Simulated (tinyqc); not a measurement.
Potential-pH (Pourbaix) lines of a metal, its cation, its oxide and an oxyanion, with a complexing ligand: one step, computed by the program tinyqc. Command: `OMP_NUM_THREADS=1 python tinyqc.py 3022580 3022581 out.jsonl pourb walk`. One thread of a shared host (Intel(R) Xeon(R) Processor @ 2.30GHz), about 0.02 s of CPU time with the checks.

Potentials are against the standard hydrogen electrode; solids and water have unit activity; dG_f of M, H+ and the electron is zero; F = e N_A and s = R T ln(10)/F. The cation carries z = 2.

Problem. A complexing ligand. M2+ + 2e = M; MO + 2H+ + 2e = M + H2O; MO2(2-) + 4H+ + 2e = M + 2H2O. For each, E0 = -dG/(z F), and E = E0 + (s/z) log10 a - (s n_H/z) pH, with no activity term for the oxide. The free ligand is c_L/(1 + 10^(pKa - pH)) (ligand in excess); dissolved metal is a in all, so the free cation is a/alpha, alpha = 1 + beta [L]; the cation line drops by (s/z) log10 alpha.

Inputs (values chosen for the exercise, modelled on cobalt):
```
quantity                                     value   unit
temperature T                               298.15      K
log10 of the dissolved activity a               -6      -
pH                                             6.4      -
log10 of the stability constant beta of ML      11      -
pKa of HL                                      7.2      -
total ligand c_L                              0.27  mol/L
```

Species: M, M2+, MO, MO2(2-).

E0 (V): cation -0.2822709, oxide 0.1244749, oxyanion 0.9320069

s = 0.05915935 V

Give: free ligand; log10 alpha; cation line with ligand; that line less the oxide line.

Solution.

free ligand = 0.036938 mol/L

log10 alpha = 9.5675

cation line with ligand = -0.74275 V

that line less the oxide line = -0.48861 V
